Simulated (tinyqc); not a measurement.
Two-dimensional dopant profile at a mask edge: lateral junction, overlap and effective channel length: one step, computed by the program tinyqc. Command: `OMP_NUM_THREADS=1 python tinyqc.py 3011001 3011002 out.jsonl lateral walk`. One thread of a shared host (Intel(R) Xeon(R) Processor @ 2.30GHz), about 0.01 s of CPU time with the checks.

Ions enter for y < 0; the mask (spacer, then gate) covers y > 0. x is the depth. The surface reflects dopant during the anneal.

Question. Junction contour. Widths s_x^2 = (vertical straggle)^2 + 2 D t, s_y^2 = (lateral straggle)^2 + 2 D t. C(x, y) = V(x) (1/2) erfc(y/(sqrt2 s_y)), V(x) = Q/(sqrt(2 pi) s_x) [exp(-(x - R_p)^2/(2 s_x^2)) + exp(-(x + R_p)^2/(2 s_x^2))]; 1 nm = 1e-7 cm. The lateral junction at depth x solves C = C_B: y_j(x) = sqrt2 s_y erfc^-1(2 C_B/V(x)). Depths are 0, 0.15, 0.3, 0.45, 0.6, 0.75, 0.9 and 0.97 of x_j.

Inputs (values chosen for the exercise, modelled on a source-drain extension in silicon): dose Q = 2.8e+14 1/cm^2; projected range R_p = 5.8 nm; channel doping C_B = 2.4e+18 1/cm^3.

vertical junction x_j = 15.30972 nm

s_x = 2.993326 nm

s_y = 2.736786 nm

Give: Contour.

Answer.

Contour:
```
x/x_j  x (nm)  V (1/cm^3)  y_j (nm)
0.00     0.00   1.142e+20     5.564
0.15     2.30   1.977e+20     6.165
0.30     4.59   3.449e+20     6.731
0.45     6.89   3.493e+20     6.743
0.60     9.19   1.968e+20     6.160
0.75    11.48   6.157e+19     4.824
0.90    13.78   1.069e+19     2.072
0.97    14.85   3.862e+18    -0.846
```

The contour reaches furthest, 6.74 nm, at x/x_j = 0.45 among these rows, below the surface, where punch-through would start. It crosses the mask edge where V = 2 C_B.
